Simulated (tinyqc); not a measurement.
# Capacitance of parallel on-chip lines from Laplace's equation on a mesh, step by step

tinyqc, about 1 s, one thread, Intel Xeon 2.30GHz (shared host): `OMP_NUM_THREADS=1 python tinyqc.py 2790140 2790141 out.jsonl` Printed values are rounded.

Cross-section of an endless row of equal lines between two grounded planes; neighbours are driven in antiphase (+1 V and -1 V), so the plane midway between two lines is at 0 V. By symmetry one quarter is solved: x runs from the centre of a line (column 0, mirror) to that midplane (column 5, 0 V), y from the mid-height of the line (row 0, mirror) to the ground plane (row 4, 0 V). The line fills columns 0 to 2 and rows 0 to 2 at 1 V. Cells beside the line (below row 2) have e2, cells above have e1. Each link between nodes has the conductance g = mean permittivity of the two cells beside it (a cell beyond a mirror counts as 0), and the free nodes obey sum g (V_neighbour - V) = 0.

Values chosen for this exercise:
```
symbol,value,unit,meaning
e1,3.9,,relative permittivity above and below the lines
e2,1,,relative permittivity between the lines
om,1.2,,over-relaxation factor
```

Constants: eps0 = 8.8541878128e-12 F/m. Results are converted to the units shown.

## Link conductances

gx[j, i] joins node (row j, column i) to column i + 1, gy[j, i] to row j + 1.

gx:
```
	col 0	col 1	col 2	col 3	col 4
row 0	0.5	0.5	0.5	0.5	0.5
row 1	1	1	1	1	1
row 2	2.45	2.45	2.45	2.45	2.45
row 3	3.9	3.9	3.9	3.9	3.9
row 4	1.95	1.95	1.95	1.95	1.95
```

gy:
```
	col 0	col 1	col 2	col 3	col 4	col 5
row 0	0.5	1	1	1	1	0.5
row 1	0.5	1	1	1	1	0.5
row 2	1.95	3.9	3.9	3.9	3.9	1.95
row 3	1.95	3.9	3.9	3.9	3.9	1.95
```

## Iteration 1: relaxation sweep

V at the start (V):
```
	col 0	col 1	col 2	col 3	col 4	col 5
row 0	1	1	1	0	0	0
row 1	1	1	1	0	0	0
row 2	1	1	1	0	0	0
row 3	0	0	0	0	0	0
row 4	0	0	0	0	0	0
```

One sweep visits the free nodes row by row from row 0, left to right, and replaces V by V + om (weighted mean of the neighbours - V), using new values at once.

V after sweep 1 (V):
```
	col 0	col 1	col 2	col 3	col 4	col 5
row 0	1.00000	1.00000	1.00000	0.30000	0.09000	0.00000
row 1	1.00000	1.00000	1.00000	0.39000	0.14400	0.00000
row 2	1.00000	1.00000	1.00000	0.34776	0.12196	0.00000
row 3	0.30000	0.39000	0.41700	0.22943	0.10542	0.00000
row 4	0.00000	0.00000	0.00000	0.00000	0.00000	0.00000
```

## Iteration 2: relaxation sweep

As before.

V after sweep 2 (V):
```
	col 0	col 1	col 2	col 3	col 4	col 5
row 0	1.00000	1.00000	1.00000	0.50100	0.21870	0.00000
row 1	1.00000	1.00000	1.00000	0.51983	0.22935	0.00000
row 2	1.00000	1.00000	1.00000	0.44025	0.18611	0.00000
row 3	0.47400	0.48930	0.43222	0.24748	0.10899	0.00000
row 4	0.00000	0.00000	0.00000	0.00000	0.00000	0.00000
```

## Course of the relaxation

Stop when no node changes by 1e-7 V. C = 4 eps0 sum g (difference of V along the link)^2, in aF/um.

Course of the iteration:
```
sweep	C (aF/um)	largest change (V)
1	272.700	0.417
2	255.381	0.201
3	254.466	0.0763
4	254.375	0.0294
5	254.372	7.35e-3
6	254.371	1.56e-3
7	254.371	3.15e-4
8	254.371	4.71e-5
9	254.371	8.38e-6
10	254.371	5.31e-7
11	254.371	1.65e-7
12	254.371	8.51e-8
```

Converged in 12 sweeps. Over the last four sweeps the change shrinks by about 0.21 a sweep. C comes down from above, since the solution minimises the energy.

## Capacitance per length

converged V (V):
```
	col 0	col 1	col 2	col 3	col 4	col 5
row 0	1.00000	1.00000	1.00000	0.61216	0.28426	0.00000
row 1	1.00000	1.00000	1.00000	0.58219	0.26244	0.00000
row 2	1.00000	1.00000	1.00000	0.45417	0.18329	0.00000
row 3	0.49033	0.48066	0.43232	0.24862	0.10798	0.00000
row 4	0.00000	0.00000	0.00000	0.00000	0.00000	0.00000
```

C = 4 eps0 sum g (difference of V)^2 over all links (twice the energy of the four quarters, line at 1 V). Plate estimate without fringing: eps0 [2 e1 w/hd + 2 e2 t/(s/2)], w = 4 hx, t = 4 hx, s/2 = 3 hx, hd = 2 hx.

C = 254.371 aF/um
plate estimate = 161.736 aF/um

C depends on the shape only, not on the mesh step hx. Meshes 6, 12 and 24 times finer extrapolate (Aitken) to 231.9 aF/um; this mesh is 9.7 % above that, and the plate estimate is 30 % below it.
